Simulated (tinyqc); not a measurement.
## Free and trapped electrons in a MOS channel with a dense trap tail: free and trapped charge against gate voltage

p-type body, charge-sheet picture, full ionisation (an idealisation for deep acceptors), Boltzmann statistics for free electrons. e = Ec - EF at the surface. Acceptor-like traps of density D(E) = D0 + De exp(-E/Ew) at depth E below Ec, from 0 to Eu, hold n_t = integral of D(E)/(1 + exp((e - E)/Vt)). psi = Eg - Vt ln(Nv/Na) - e; N_dep = sqrt(2 eps0 eps_r Na (psi - Vt)/q); n_f = sqrt(N_dep^2 + 2 eps0 eps_r Vt Nc exp(-e/Vt)/q) - N_dep; Vg = Vfb + psi + q (N_dep + n_t + n_f)/Cox, Cox = eps0 eox/tox.

Free share n_f/(n_f + n_t); swing ln 10 n_f/(dn_f/dVg); field-effect mobility mf q (dn_f/dVg)/Cox, for a constant mf; oxide field q (N_dep + n_t + n_f)/(eps0 eox).

Values chosen for this exercise; band and dielectric values close to those of gallium nitride:
- T = 475 K (temperature)
- Eg = 3.42 eV (band gap)
- eps_r = 9.66 (relative permittivity)
- Nc = 4.52e18 cm^-3 (conduction-band density of states at T)
- Nv = 9.22e19 cm^-3 (valence-band density of states at T)
- eox = 3.9 (relative permittivity of the insulator)
- tox = 39 nm (insulator thickness)
- Na = 1.1e17 cm^-3 (acceptor density)
- Vfb = -2.33 V (flat-band voltage without trapped charge)
- D0 = 3.7e10 cm^-2 eV^-1 (constant background density of acceptor-like traps)
- De = 5.5e13 cm^-2 eV^-1 (density of the tail at the conduction edge)
- Ew = 0.12 eV (decay energy of the tail)
- Eu = 0.9 eV (depth below Ec down to which the traps reach)
- mf = 66 cm^2/(V s) (mobility of free electrons)

Constants: q = 1.602176634e-19 C, kB = 1.380649e-23 J/K, Vt = kB T/q, eps0 = 8.8541878128e-14 F/cm where lengths are in cm. Results are converted to the units shown.

Result of one run:

| e (eV) | n_f (cm^-2) | n_t (cm^-2) | free share (%) | swing (mV/decade) | field-effect mobility (cm^2/(V s)) | oxide field (MV/cm) |
|---|---|---|---|---|---|---|
| 0.5379 | 1.116e6 | 1.008e11 | 0.001107 | 289.9 | 0.001059 | 0.8522 |

Which gate voltage Vg gave this result: 3.6, 6.9, 11.8, 15.1 or 16.7 V?

Vg = 3.6 V.

The whole series:

| Vg (V) | e (eV) | n_f (cm^-2) | n_t (cm^-2) | free share (%) | swing (mV/decade) | field-effect mobility (cm^2/(V s)) | oxide field (MV/cm) |
|---|---|---|---|---|---|---|---|
| 3.6 | 0.5379 | 1.116e6 | 1.008e11 | 0.001107 | 289.9 | 0.001059 | 0.8522 |
| 5.2 | 0.2856 | 5.068e8 | 7.617e11 | 0.06649 | 1213 | 0.1149 | 1.198 |
| 6.9 | 0.1922 | 4.875e9 | 1.615e12 | 0.3009 | 2373 | 0.5649 | 1.610 |
| 8.5 | 0.1390 | 1.764e10 | 2.441e12 | 0.7178 | 3396 | 1.429 | 2.006 |
| 10.1 | 0.09902 | 4.622e10 | 3.262e12 | 1.397 | 4254 | 2.988 | 2.406 |
| 11.8 | 0.06327 | 1.083e11 | 4.108e12 | 2.569 | 4905 | 6.073 | 2.833 |
| 13.4 | 0.03229 | 2.232e11 | 4.851e12 | 4.398 | 5258 | 11.67 | 3.235 |
| 15.1 | 7.609e-5 | 4.608e11 | 5.525e12 | 7.698 | 5570 | 22.75 | 3.663 |
| 16.7 | -0.02940 | 8.623e11 | 5.982e12 | 12.60 | 6334 | 37.44 | 4.066 |

n_f reaches 1e11 cm^-2 at Vg = 11.6 V, against 4.35 V without traps. The free share rises from 0.00111 to 12.6 % and the field-effect mobility rises from 0.00106 to 37.4 cm^2/(V s), although mf = 66 is constant: in the last row 56.7 % of Cox dVg goes into free electrons. The swing in the first row is 290 mV a decade (Vt ln 10 = 94.3). For Vg = 11.8, 13.4, 15.1, 16.7 EF lies less than 2 Vt below the band edge, or above it, where degeneracy and confinement, left out, matter.

tinyqc, about 0.02 s, one thread, Intel Xeon 2.30GHz (shared host): `OMP_NUM_THREADS=1 python tinyqc.py 2222201 2222202 out.jsonl`
